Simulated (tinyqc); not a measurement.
# Absorption edge of a degenerate semiconductor, band filling against gap narrowing, step by step

Numbers from tinyqc (`OMP_NUM_THREADS=1 python tinyqc.py 2330140 2330141 out.jsonl`; about 0.01 s on one thread of a shared Intel Xeon 2.30GHz). Printed values are rounded.

n-type, parabolic bands, full ionisation. eta = (EF - Ec)/kB T solves N = Nc F12(eta), F12(x) = (2/sqrt(pi)) int_0^infinity sqrt(u)/(1 + exp(u - x)) du. The gap shrinks rigidly by dEg = a3 y^(1/3) + a4 y^(1/4) + a2 y^(1/2), y = N/1e18 cm^-3, an empirical law that is here taken as the true narrowing.

Values chosen for this exercise; band and dielectric values close to those of indium arsenide: temperature T = 250 K; band gap Eg = 0.349 eV; conduction-band density of states at 250 K, from me Nc = 6.7e16 cm^-3; electron mass me = 0.0231 m0; hole mass mh = 0.406 m0; ionised donor density N = 4.9e17 cm^-3; coefficient of (N/1e18)^(1/3) a3 = 8.3 meV; coefficient of (N/1e18)^(1/4) a4 = 4.6 meV; coefficient of (N/1e18)^(1/2) a2 = 1.7 meV.

Constants: q = 1.602176634e-19 C, kB = 1.380649e-23 J/K, h = 6.62607015e-34 J s, c = 299792458 m/s, Vt = kB T/q. Results are converted to the units shown.

Range of the model: Band tails, non-parabolic bands and incomplete ionisation are left out.

## Iteration 1: Fermi level

eta at the start (Boltzmann value) = 1.9897

Newton step on ln F12(eta) = ln(N/Nc): eta(new) = eta - ln(Nc F12/N) F12/Fm, Fm(x) = dF12/dx = (1/sqrt(pi)) int_0^infinity u^(-1/2)/(1 + exp(u - x)) du.

F12 = 2.80866
Fm = 1.45998
eta after iteration 1 = 3.83075

## Course of the iteration

Stop when eta changes by less than 1e-9.

Course of the iteration:
```
iteration,eta,change
1,3.83075,1.84
2,4.33180,0.501
3,4.35792,0.0261
4,4.35798,6.39e-5
5,4.35798,3.79e-10
```

Converged in 5 iterations.

## The optical edge

converged eta = 4.35798

Vertical transitions need an empty final state: the edge is taken where the state lies 4 kB T below EF, E_opt = Eg - dEg + (1 + me/mh) max(eta - 4, 0) kB T; wavelength h c/(q E_opt).

dEg = 11.5821 meV
EF - Ec = 93.8854 meV
filling shift = 8.15090 meV
E_opt = 0.345569 eV
wavelength = 3587.83 nm

The edge lies 3.43 meV below the undoped gap: narrowing outweighs filling.
